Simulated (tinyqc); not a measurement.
Inside a calculation. Method: CIS and TDHF on RHF in the sto-6g basis, frozen core, for BeH2, spin multiplicity 1. One step of it, computed by the program tinyqc.

Question. CIS singlet states. Diagonalise A (1 hartree = 27.211386 eV); each vector has its largest component positive (the first on a tie). The transition dipole is mu = sqrt2 sum c_ia <i|r|a>.

CIS matrix A, singlet (hartree), lower triangle:
```
           2>4       2>5       2>6        2>7        3>4       3>5       3>6       3>7
2>4   0.377136
2>5   0.000000  0.379590
2>6  -0.011176  0.000000  0.608636
2>7   0.000000  0.000000  0.000000   0.900594
3>4   0.000000  0.000000  0.000000   0.003810   0.285064
3>5   0.000000  0.000000  0.000000   0.000000   0.000000  0.286166
3>6   0.000000  0.000000  0.000000  -0.015184  -0.018477  0.000000  0.562732
3>7  -0.005583  0.000000  0.013059   0.000000   0.000000  0.000000  0.000000  0.899868
```

dipole integrals <i|r|a> (bohr):
```
            x          y          z
2>4  0.000000   0.000000   0.956982
2>5  0.960336   0.000000   0.000000
2>6  0.000000   0.000000   0.073219
2>7  0.000000  -0.662301   0.000000
3>4  0.000000   0.143807   0.000000
3>5  0.000000   0.000000   0.000000
3>6  0.000000  -1.253965   0.000000
3>7  0.000000   0.000000  -0.185623
```

Give: singlet excitation energies; lowest vectors; oscillator strengths 2/3 w |mu|^2.

Answer.

singlet excitation energies (eV): 7.7233  7.7870  10.2465  10.3292  15.3269  16.5599  24.5045  24.5259

lowest vectors:
```
     state 1  state 2  state 3  state 4  state 5  state 6
2>4   0.0000   0.0000   0.9988   0.0000   0.0000  -0.0471
2>5   0.0000   0.0000   0.0000   1.0000   0.0000   0.0000
2>6   0.0000   0.0000   0.0476   0.0000   0.0000   0.9978
2>7  -0.0045   0.0000   0.0000   0.0000   0.0456   0.0000
3>4   0.9978   0.0000   0.0000   0.0000  -0.0656   0.0000
3>5   0.0000   1.0000   0.0000   0.0000   0.0000   0.0000
3>6   0.0659   0.0000   0.0000   0.0000   0.9968   0.0000
3>7   0.0000   0.0000   0.0095   0.0000   0.0000  -0.0456
```

oscillator strengths 2/3 w |mu|^2: 0.0015  0.0000  0.4604  0.4668  1.2490  0.0011
